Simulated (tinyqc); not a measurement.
Free and trapped electrons in a MOS channel with a dense trap tail: one step of the calculation.

p-type body, charge-sheet picture, full ionisation (an idealisation for deep acceptors), Boltzmann statistics for free electrons. e = Ec - EF at the surface. Acceptor-like traps of density D(E) = D0 + De exp(-E/Ew) at depth E below Ec, from 0 to Eu, hold n_t = integral of D(E)/(1 + exp((e - E)/Vt)). psi = Eg - Vt ln(Nv/Na) - e; N_dep = sqrt(2 eps0 eps_r Na (psi - Vt)/q); n_f = sqrt(N_dep^2 + 2 eps0 eps_r Vt Nc exp(-e/Vt)/q) - N_dep; Vg = Vfb + psi + q (N_dep + n_t + n_f)/Cox, Cox = eps0 eox/tox.

Question. Trapped charge. Trapezoid rule on 12 equal steps from 0 to Eu, f = 1/(1 + exp((e - E)/Vt)).

Values chosen for this exercise; band and dielectric values close to those of 4H silicon carbide: temperature T = 300 K; constant background density of acceptor-like traps D0 = 2.5e10 cm^-2 eV^-1; density of the tail at the conduction edge De = 4.8e13 cm^-2 eV^-1; decay energy of the tail Ew = 0.1 eV; depth below Ec down to which the traps reach Eu = 0.79 eV; Ec - EF at the surface e = 0.091 eV.

Constants: q = 1.602176634e-19 C, kB = 1.380649e-23 J/K, Vt = kB T/q. Results are converted to the units shown.

Wanted: E; D(E) f; n_t.

Answer.

```
point    E (eV)  D(E) f (cm^-2 eV^-1)
0             0             1.3806e12
1      0.065833             6.8204e12
2       0.13167             1.0676e13
3       0.19750             6.5786e12
4       0.26333             3.4688e12
5       0.32917             1.8100e12
6       0.39500             9.4922e11
7       0.46083             5.0348e11
8       0.52667             2.7272e11
9       0.59250             1.5325e11
10      0.65833             9.1395e10
11      0.72417             5.9374e10
12      0.79000             4.2796e10
```

n_t = 2.1129e12 cm^-2

Program tinyqc, `OMP_NUM_THREADS=1 python tinyqc.py 2222211 2222212 out.jsonl`; Intel Xeon 2.30GHz, shared host, one thread, about 0.02 s.
